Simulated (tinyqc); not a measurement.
Inside a calculation. Model: binary melting diagram from solution models of liquid and solid. Computed by tinyqc, a small Python program that keeps every step. Command: `OMP_NUM_THREADS=1 python tinyqc.py 3024837 3024838 out.jsonl melt walk`. One thread of a shared host (Intel(R) Xeon(R) Processor @ 2.30GHz), about 0.01 s of CPU time with the checks. Intermediate numbers are printed to about 7 digits and carried at full precision; extremes and crossings named in words are read from the listed rows.

x is the fraction of B. In a phase with interaction L: mu_A = G_A + R T ln(1 - x) + L x^2, mu_B = G_B + R T ln x + L (1 - x)^2. Melting: G(liquid) - G(solid) = H (1 - T/T_m) for each pure component.

Inputs (values chosen for the exercise, modelled on Si-Ge): melting point T_A = 1687 K; melting point T_B = 1211 K; heat of melting H_A = 49.4 kJ/mol; heat of melting H_B = 36.6 kJ/mol; liquid interaction L_L = 6.9 kJ/mol; solid interaction L_S = 3.4 kJ/mol; position of T, (T - T_A)/(T_B - T_A) = 0.33; dilute content c0 of B = 0.0047; growth number V delta/D = 2.

Diagram: complete solid solution (lens).

Constants: R = 8.314462618 J/(mol K).

## Temperature and melting free energies

T = T_A + u (T_B - T_A). The ideal solution has k_A = exp(dG_A/(R T)) = (1 - xs)/(1 - xl) and k_B = exp(dG_B/(R T)) = xs/xl, so xl = (1 - k_A)/(k_B - k_A).

T = 1529.92 K

dG_A = 4.599734 kJ/mol

dG_B = -9.638705 kJ/mol

ideal liquidus xl = 0.4505400

ideal solidus xs = 0.2111808

## Tie line by Newton steps

Equal potentials: F_A = dG_A + R T ln[(1 - xl)/(1 - xs)] + L_L xl^2 - L_S xs^2 = 0, F_B = dG_B + R T ln(xl/xs) + L_L (1 - xl)^2 - L_S (1 - xs)^2 = 0. Newton steps from the ideal values with the exact Jacobian, halved if x would leave (0, 1); stop below 1e-12, residuals under 1e-7 shown as 0.

Iteration:
```
step         xl         xs   F_A (kJ/mol)   F_B (kJ/mol)
1     0.4505400  0.2111808   1.248975e+00  -3.244817e-02
2     0.5592925  0.2515196  -1.945472e-01  -3.774372e-02
3     0.5459626  0.2458067  -4.220210e-03   7.755395e-04
4     0.5456969  0.2457263  -1.640098e-06  -3.604987e-07
5     0.5456968  0.2457262              0              0
```

liquidus xl = 0.5456968

solidus xs = 0.2457262

The interactions move the liquidus by +0.0952 and the solidus by +0.0345; the lens is 1.25 times as wide as the ideal one here.

## Dilute B in A: partition coefficient and slope

At T_A, k0 = exp[(dG_B(T_A) + L_L - L_S)/(R T_A)]; van 't Hoff: m_L = -R T_A^2 (1 - k0)/H_A per unit fraction. Burton-Prim-Slichter: k_eff = k0/[k0 + (1 - k0) exp(-V delta/D)]. Freezing range of c0: |m_L| c0 |1 - k0|/k0.

partition coefficient k0 = 0.4601920

liquidus slope m_L = -258.5692 K

effective coefficient k_eff = 0.8629996

freezing range = 1.425525 K

k0 < 1: the solid rejects B and B lowers the melting point. Faster growth moves k_eff towards 1.

## Solute along a frozen bar

For the solid at frozen fraction f, relative to c0. Lever rule: k0/[1 - (1 - k0) f]. Scheil (no diffusion in the solid, mixed liquid): k (1 - f)^(k - 1), with k0 and with k_eff. One zone pass with a zone a tenth of the bar long: 1 - (1 - k0) exp(-10 k0 f).

Ratio c_s/c0:
```
f    lever rule  Scheil, k0  Scheil, k_eff  one zone pass
0.0   0.4601920    0.460192       0.863000      0.4601920
0.1   0.4864510    0.487124       0.875547      0.6592934
0.3   0.5491174    0.557900       0.906217      0.8642741
0.5   0.6303171    0.669017       0.948969      0.9459314
0.7   0.7396987    0.881441       1.017760      0.9784609
0.8   0.8099781    1.097106       1.075895      0.9864053
0.9   0.8950143    1.594950       1.183072      0.9914196
```

All but the k_eff column start at k0 = 0.460. At f = 0.9 Scheil gives 1.59 against 0.895 for the lever rule, since the solid keeps what it took and the last liquid is richer in B. Scheil passes c0 at f = 0.763. Last over first value: 3.47 with k0 and 1.37 with k_eff, so faster growth gives the more even bar.

## The lens

The formulas are those given above.

Liquidus and solidus:
```
T (K)         xl         xs   ideal xl   ideal xs
1663   0.0923915  0.0413953  0.0766991  0.0285572
1592   0.3526946  0.1528979  0.2870050  0.1202495
1520   0.5725067  0.2608263  0.4749163  0.2268262
1449   0.7322351  0.3762767  0.6353542  0.3497197
1378   0.8449071  0.5145272  0.7714752  0.4965976
1306   0.9257831  0.6923496  0.8853341  0.6796323
1235   0.9838135  0.9146688  0.9747148  0.9082372
```

The lens is widest among these rows at 1449 K (0.356 in x, ideal 0.286). L_L - L_S = +3.5 kJ/mol, relative to the mixed solid, penalises the mixed liquid, and the liquidus lies above the ideal one in every row.

Checks made by the program: tie line against the common tangent on 20001 points (relative difference 4e-05); k0 and m_L against a tie line 0.01 K from T_A (relative difference 1e-05).
